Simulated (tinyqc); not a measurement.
Single-photon avalanche diode, trigger probability and counting: two steps of the calculation.

A multiplication layer of width W with the uniform field V/W; alpha = an exp(-bn/E) for electrons, beta = ap exp(-bp/E) for holes (local model, no dead space). a = alpha W, b = beta W. Electrons enter at x = 0, holes at x = W. P0 is the probability that an electron entering at 0 starts a lasting avalanche, PW the same for a hole entering at W.

Values chosen for this exercise; ionisation coefficients close to those of indium phosphide: excess bias Vx = 8.1 V; probability that a photon makes a pair that enters the layer eta = 0.78; thermal generation rate in the layer Gd = 100 1/s; dead time td = 100 ns; diode capacitance Cd = 20 fF; quench resistance Rq = 500 kohm; trapping probability per avalanche carrier pa = 2.7e-7; trap release time tt = 5.9 ns; photon rate nph = 1.1e6 1/s.

Constants: q = 1.602176634e-19 C. Results are converted to the units shown.

Problem 1. Trigger probability by substitution. PW = P0 exp(b - a)/(1 - P0 + P0 exp(b - a)); P0(new) = 1 - (1 - PW)^(a/b).

P0 at the start = 0.5
a = 3.1190097
b = 3.4045385

Wanted: PW; P0 after iteration 1.

Solution 1.

PW = 0.57090
P0 after iteration 1 = 0.53935

Problem 2. Detection, dark counts, afterpulses and dead-time loss. Pm is the mean trigger probability of pairs made evenly in the layer. PDP = eta P0; dark counts Gd Pm; avalanche charge Cd Vx/q; afterpulse probability pa (Cd Vx/q) exp(-td/tt) Pm; true rate n = nph PDP + dark counts; measured n/(1 + n td) (non-paralysable) or n exp(-n td) (paralysable); recharge time Rq Cd.

P0 = 0.94922603
Pm = 0.95555052

Find: PDP; dark counts; avalanche charge; afterpulse probability; true rate; measured, non-paralysable; measured, paralysable; recharge time.

Solution 2.

PDP = 0.74040
dark counts = 95.555 1/s
avalanche charge = 1.0111e6 electrons
afterpulse probability = 1.1363e-6 %
true rate = 8.1453e5 1/s
measured, non-paralysable = 7.5318e5 1/s
measured, paralysable = 7.5082e5 1/s
recharge time = 10.000 ns

Dead time hides 7.5 % of the events in the first model and 7.8 % in the second.

Numbers from tinyqc (`OMP_NUM_THREADS=1 python tinyqc.py 2630118 2630119 out.jsonl`; about 0.01 s on one thread of a shared Intel Xeon 2.30GHz).
